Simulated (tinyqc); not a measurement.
Which roughness does what: X-ray reflectivity of a thin film on silicon: critical angles, Parratt recursion, fringes and roughness. Computed by tinyqc, a small Python program. Command: `OMP_NUM_THREADS=1 python tinyqc.py 3120079 3120080 out.jsonl xrr walk`. One thread of a shared host (Intel(R) Xeon(R) Processor @ 2.30GHz), about 0.01 s of CPU time with the checks.

n = 1 - delta + i beta; the classical electron radius is r_e = 2.8179403e-6 nm. Layer 0 is vacuum, 1 the film, 2 the substrate.

Inputs (values chosen for the exercise, modelled on tungsten on silicon, copper K-alpha radiation): wavelength lambda = 0.15406 nm; film density rho = 19 g/cm^3; effective electrons per unit mass, film = 0.403 mol/g; beta/delta, film = 0.089; film thickness d = 30.4 nm; roughness of the surface sigma_1 = 1.1 nm; roughness of the interface sigma_2 = 0.43 nm; substrate density = 2.33 g/cm^3; effective electrons per unit mass, substrate = 0.507 mol/g; beta/delta, substrate = 0.023; grazing angle theta = 2.32 degrees.

Constants: N_A = 6.02214076e+23 1/mol.

Method:
- delta = r_e lambda^2 rho_e/(2 pi), rho_e = density x electrons per mass x N_A; critical angle sqrt(2 delta), q_c = 4 sqrt(pi r_e rho_e).
- k_j = (2 pi/lambda) sqrt(sin^2 theta - 2 delta_j + 2 i beta_j); r_ij = (k_i - k_j)/(k_i + k_j) x exp(-2 k_i k_j sigma^2) (Nevot-Croce); r = (r_01 + r_12 p)/(1 + r_01 r_12 p), p = exp(2 i k_1 d); R = |r|^2.
- Far above the critical angle the period is d theta = lambda/(2 d), or 2 pi/d in q; the envelope runs between (|r_01| - |r_12 p|)^2 and (|r_01| + |r_12 p|)^2; contrast = 2 a b/(a^2 + b^2) with a = |r_01|, b = |r_12 p|; roughness factors on the amplitudes are about exp(-q^2 sigma^2/2).
- R is averaged over one period above each angle (64 points); contrast = (max - min)/(max + min) of R theta^4 over that period. Cases: smooth; only sigma_1; only sigma_2; both.

period in theta = 0.145181 degrees

Constants:
```
layer      rho_e (1/nm^3)        delta         beta  critical angle (degrees)  q_c (1/nm)
film              4611.15  4.90841e-05  4.36849e-06                  0.567686    0.808175
substrate          711.40  7.57263e-06  1.74170e-07                  0.222977    0.317437
```

Mean R and contrast:
```
theta (degrees)    R smooth  contrast  R, sigma_1  contrast, sigma_1  R, sigma_2  contrast, sigma_2     R, both  contrast, both
0.8              1.9363e-02   0.65517   0.0059985            0.98621  1.9204e-02            0.60105  5.7040e-03         0.96458
1.2              4.2183e-03   0.80317   0.0009551            0.59982  3.8503e-03            0.67179  6.2023e-04         0.74335
1.8              7.6901e-04   0.87977   0.0002121            0.06826  6.2818e-04            0.58636  6.1243e-05         0.08610
2.5              2.2007e-04   0.92009   0.0000695            0.01133  1.6069e-04            0.38496  6.3062e-06         0.12553
3.5              6.0867e-05   0.94323   0.0000210            0.00614  4.1297e-05            0.13536  1.9184e-07         0.18258
```

At 2.5 degrees sigma_1 alone multiplies the mean R by 0.32 and sigma_2 alone by 0.73; the contrast goes from 0.92 (smooth) to 0.01 and 0.38.
